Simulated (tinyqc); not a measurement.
# Scale length and length offset from two DIBL values

Problem. DIBL = exp(-Le/(2 l)) + 2 exp(-Le/l) with Le = L - dL. Find l, dL and the drawn length for a DIBL of 100 mV/V.

DIBL at drawn lengths 100 and 170 nm (mV/V): 95.274424  13.311619

Solution. With e = exp(-Le/(2 l)), 2 e^2 + e = DIBL gives e and so Le/l at each length; Le/l is a straight line in L with slope 1/l.

l = 19.0 nm
dL = 4.90 nm
length for 100 mV/V = 98.4 nm

tinyqc, about 0.01 s, one thread, Intel Xeon 2.30GHz (shared host): `OMP_NUM_THREADS=1 python tinyqc.py 2002021 2002022 out.jsonl`
